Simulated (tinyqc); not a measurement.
Worked calculation: Luttinger-Kohn k.p, four valence bands. One step of it, computed by the program tinyqc.

Question. Levels at k. Diagonalise the Hermitian matrix.

H(k) at k (eV), lower triangle (Hermitian):
```
                      3/2                  1/2                -1/2      -3/2
3/2              0.211325
1/2   -0.124437+0.002828i             0.258803
-1/2  -0.041117+0.002828i             0.000000            0.258803
-3/2             0.000000  -0.041117+0.002828i  0.124437-0.002828i  0.211325
```

Give: eigenvalues.

Answer.

eigenvalues (eV): 0.1018  0.1018  0.3683  0.3683
